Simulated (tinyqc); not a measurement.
Inductance and parasitic capacitance from two readings.

Question. A loss-free coil L in parallel with C shows the apparent inductance L/(1 - w^2 L C), w = 2 pi f. Find L, C and the self-resonance 1/(2 pi sqrt(L C)).

apparent inductance at 3.8 and 9.2 GHz (nH): 2.1001795  4.3053732

Solution. The inverse of the reading is 1/L - w^2 C, a straight line in w^2.

L = 1.90 nH
C = 88.0 fF
self-resonance = 12.3 GHz

tinyqc, about 0.01 s, one thread, Intel Xeon 2.30GHz (shared host): `OMP_NUM_THREADS=1 python tinyqc.py 2302072 2302073 out.jsonl`
